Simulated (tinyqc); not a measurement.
Gain against electron density: polytypes and stacking faults of a tetrahedral semiconductor in an axial Ising model with couplings up to third neighbours. Computed by tinyqc, a small Python program. Command: `OMP_NUM_THREADS=1 python tinyqc.py 3018822 3018823 out.jsonl polytype walk`. One thread of a shared host (Intel(R) Xeon(R) Processor @ 2.30GHz), about 0.01 s of CPU time with the checks.

Each double layer has s = +1 or -1 for the sense of its stacking step; E per pair of atoms = E0 - sum_n J_n <s_i s_(i+n)>, n = 1, 2, 3. Hexagonality h = (1 - <s_i s_(i+1)>)/2.

Inputs (values chosen for the exercise, for a model crystal):
```
quantity                                    value      unit
J1                                           1.53  meV/pair
J2                                          -4.34  meV/pair
J3                                          -0.26  meV/pair
basal lattice constant a                     3.08  angstrom
binding energy of the fault level E_b        0.32        eV
in-plane mass m                              0.38        m0
effective density of states N_c at 300 K  1.1e+19    1/cm^3
temperature T                                 700         K
```

Host polytype: 4H.

Constants: 1 eV/angstrom^2 = 16.02176634 J/m^2; m_0 = 9.1093837015e-31 kg; hbar = 1.054571817e-34 J s; k_B = 1.380649e-23 J/K; k_B = 8.617333262e-05 eV/K.

Method. Faults in 4H: the sequences single Shockley (31) (+++-), double Shockley (62) (++++++--), Frank-type (32) (+++--) are put between perfect repeats; k_n = (layers x C_n of the host) - sum_i s_i s_(i+n). gamma = sum k_n J_n/A, A = (sqrt 3/2) a^2; 1 meV/angstrom^2 = 16.02177 mJ/m^2. The fault binds electrons in a two-dimensional band E_b below the conduction edge, g2 = m m0/(pi hbar^2) for one valley. With the Fermi level held by the bulk, eta = ln[n/N_c(T)], N_c(T) = N_c (T/300)^1.5, the grand potential falls by g2 (k_B T)^2 F1(x), x = eta + E_b/(k_B T), F1(x) = integral from 0 to infinity of ln(1 + exp(x - t)) dt; sheet density g2 k_B T ln(1 + e^x). Band bending by the trapped charge is left out, so the gain is an upper bound.

fault coefficients k_n:
```
                      J1  J2  J3
single Shockley (31)   0  -4   0
double Shockley (62)  -4  -8   0
Frank-type (32)       -1  -2   3
```

energy of the glide fault, single Shockley (31) = 33.8554 mJ/m^2

At T:
```
n (1/cm^3)        x  sheet density (1/cm^2)  gain (mJ/m^2)  gain/gamma  gain/gamma at T + 200 K
1.00e+14    -7.5743              4.9157e+09     4.7514e-04  1.4034e-05               4.8959e-06
1.00e+15    -5.2717              4.9043e+10     4.7459e-03  1.4018e-04               4.8947e-05
1.00e+16    -2.9691              4.7948e+11     4.6923e-02  1.3860e-03               4.8828e-04
1.00e+17    -0.6665              3.9682e+12     4.2507e-01  1.2556e-02               4.7694e-03
1.00e+18     1.6361              1.7370e+13     2.5887e+00  7.6462e-02               3.9750e-02
5.00e+18     3.2455              3.1443e+13     6.3604e+00  1.8787e-01               1.3084e-01
2.00e+19     4.6318              4.4444e+13     1.1440e+01  3.3791e-01               2.8603e-01
```

What does the comparison show, and why?

For x well below 0 the gain is k_B T times the sheet density and linear in n; for x well above 0 the well fills and the gain grows only about as x^2. It stays below the fault energy in all rows; 200 K more changes it by a factor 0.35 at 1e16.
